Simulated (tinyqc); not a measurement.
# Trench capacitor in an array: capacitance, non-linearity, leakage and relaxation: effects of single changes

A film between two metal electrodes, each interface adding a series capacitance ci. The small-signal permittivity is ek (1 + aq E^2); the field is found with the linear permittivity. Leakage J = J0 sinh(E/Ef). After a voltage step the film passes a relaxation current kr C V tt^(-nr), tt being the time in seconds. The sidewall is a coaxial capacitor with radii a = dm/2 - t and b = dm/2, depth AR dm; the end face is left out.

Inputs (values chosen for the exercise); permittivity of the order of that of aluminium oxide:
```
symbol    value       unit                                                             meaning
ek         9.29                                              relative permittivity of the film
t            29         nm                                                      film thickness
ci          110    uF/cm^2  capacitance of each electrode interface (dead layer and screening)
aq       0.0041  cm^2/MV^2                     quadratic field coefficient of the permittivity
V           1.2          V                                                                bias
nr        0.992                                             exponent of the relaxation current
kr       0.0012                                                     strength of the relaxation
J0      5.3e-11     A/cm^2                                                   leakage prefactor
Ef          0.3      MV/cm                             field for an e-fold rise of the leakage
AR           20                                              aspect ratio, depth over diameter
pt          270         nm                                           pitch of the square array
rho         190    uohm cm                                  resistivity of the inner electrode
t0         1e-7          s                                         duration of the write pulse
```

Constants: eps0 = 8.8541878128e-14 F/cm where lengths are in cm. Results are converted to the units shown.

Each table varies one quantity; the others keep the values above.

## Capacitance, non-linearity and leakage against thickness

Planar film: Cf = eps0 ek/t, 1/C = 1/Cf + 2/ci, EOT = 3.9 eps0/C, effective permittivity C t/eps0, E = (V/t) C/Cf; quadratic coefficient [C(V)/C - 1]/V^2 with Cf (1 + aq E^2) in C(V).

Capacitance, non-linearity and leakage against thickness:

| t (nm) | C (uF/cm^2) | EOT (nm) | effective permittivity | E (MV/cm) | quadratic coefficient (ppm/V^2) | J (A/cm^2) |
|---|---|---|---|---|---|---|
| 2.5 | 3.104 | 1.112 | 8.766 | 4.529 | 5.485e4 | 9.544e-5 |
| 3.7 | 2.137 | 1.616 | 8.929 | 3.117 | 2.655e4 | 8.628e-7 |
| 5.5 | 1.456 | 2.372 | 9.044 | 2.124 | 1.250e4 | 3.149e-8 |
| 8.2 | 0.9851 | 3.505 | 9.124 | 1.437 | 5775 | 3.190e-9 |
| 12 | 0.6770 | 5.100 | 9.176 | 0.9877 | 2743 | 7.120e-10 |
| 18 | 0.4532 | 7.619 | 9.213 | 0.6612 | 1234 | 2.372e-10 |
| 27 | 0.3030 | 11.40 | 9.239 | 0.4420 | 553.2 | 1.096e-10 |
| 40 | 0.2049 | 16.86 | 9.255 | 0.2989 | 253.4 | 6.198e-11 |
| 60 | 0.1368 | 25.25 | 9.267 | 0.1995 | 113.0 | 3.790e-11 |

C falls from 3.10 to 0.137 uF/cm^2 while the effective permittivity goes from 8.77 to 9.27 (ek = 9.29). EOT is a straight line in t with slope 3.9/ek = 0.420 and intercept 0.0628 nm. The quadratic coefficient goes as t^(-1.85) between the first two rows and t^(-1.99) between the last two (-2 without interfaces), and J falls by 6.40 decades. For t = 2.5, 3.7 direct tunnelling, left out, would add to the leakage.

## Cell against the diameter of the hole

Per length 1/c = ln(b/a)/(2 pi eps0 ek) + (1/a + 1/b)/(2 pi ci); cell capacitance c AR dm; per footprint over pt^2; fields c V/(2 pi eps0 ek r) at r = a and b; resistance of the inner electrode rho AR dm/(pi a^2); time constant R C/3 of the distributed line. The pitch is scaled as pt dm/(190 nm).

Results:

| dm (nm) | cell capacitance (fF) | per footprint (uF/cm^2) | field at a (MV/cm) | field at b (MV/cm) | R (kohm) | R C/3 (ps) |
|---|---|---|---|---|---|---|
| 75 | 0.5185 | 4.565 | 0.9443 | 0.2140 | 12.56 | 2.170 |
| 140 | 2.691 | 6.798 | 0.5442 | 0.3187 | 1.007 | 0.9035 |
| 180 | 4.759 | 7.273 | 0.5031 | 0.3410 | 0.5851 | 0.9281 |
| 240 | 8.921 | 7.670 | 0.4742 | 0.3596 | 0.3506 | 1.042 |
| 320 | 16.45 | 7.957 | 0.4557 | 0.3731 | 0.2255 | 1.237 |
| 430 | 30.52 | 8.173 | 0.4430 | 0.3832 | 0.1503 | 1.529 |
| 580 | 56.61 | 8.333 | 0.4341 | 0.3907 | 0.1030 | 1.943 |

Estimate the missing row, dm = 100 nm.

Computed row:

| dm (nm) | cell capacitance (fF) | per footprint (uF/cm^2) | field at a (MV/cm) | field at b (MV/cm) | R (kohm) | R C/3 (ps) |
|---|---|---|---|---|---|---|
| 100 | 1.185 | 5.866 | 0.6549 | 0.2751 | 2.743 | 1.083 |

With this row back in the table: As dm goes from 75 to 580, the cell capacitance rises from 0.519 to 56.6 fF, the capacitance per footprint rises from 4.56 to 8.33 uF/cm^2, the ratio of the two fields falls from 4.41 to 1.11 and R C/3 goes from 2.17 through a minimum of 0.904 (at dm = 140 among the rows listed) to 1.94 ps; the time constant goes as dm^(-2.42) between the first two rows and dm^(0.80) between the last two.

## Charge lost after writing

Planar film: Cf = eps0 ek/t, 1/C = 1/Cf + 2/ci, EOT = 3.9 eps0/C, effective permittivity C t/eps0, E = (V/t) C/Cf. A capacitor written for t0 and then left open loses, as a share of C V, kr (tt^(1 - nr) - t0^(1 - nr))/(1 - nr) by relaxation and J tt/(C V) by leakage; both are taken as small, and rows far outside that range are left out.

The same in every row: leakage current (nA/cm^2) = 0.09780.

Results:

| tt (s) | relaxation current (nA/cm^2) | loss by relaxation (%) | loss by leakage (%) | total loss (%) |
|---|---|---|---|---|
| 1e-6 | 3.638e5 | 0.2451 | 2.888e-8 | 0.2451 |
| 1e-5 | 3.706e4 | 0.4948 | 2.888e-7 | 0.4948 |
| 0.0001 | 3775 | 0.7492 | 2.888e-6 | 0.7492 |
| 0.001 | 384.5 | 1.008 | 2.888e-5 | 1.008 |
| 0.01 | 39.16 | 1.272 | 2.888e-4 | 1.272 |
| 1 | 0.4063 | 1.815 | 0.02888 | 1.844 |
| 10 | 0.04139 | 2.094 | 0.2888 | 2.382 |
| 100 | 0.004216 | 2.378 | 2.888 | 5.266 |

Estimate the missing row, tt = 0.1 s.

Computed row:

| tt (s) | relaxation current (nA/cm^2) | loss by relaxation (%) | loss by leakage (%) | total loss (%) |
|---|---|---|---|---|
| 0.1 | 3.989 | 1.541 | 0.002888 | 1.544 |

With this row back in the table: The two currents are equal at tt = 4.20 s. The loss by relaxation grows from 0.245 to 2.38 %, by 0.250 points over the first decade and 0.284 over the last, while the loss by leakage grows tenfold a decade. Leakage is the larger loss for tt = 100 s.

Computed by the program tinyqc: `OMP_NUM_THREADS=1 python tinyqc.py 2102166 2102167 out.jsonl`, one thread of a shared Intel Xeon 2.30GHz, about 0.01 s for the whole run.
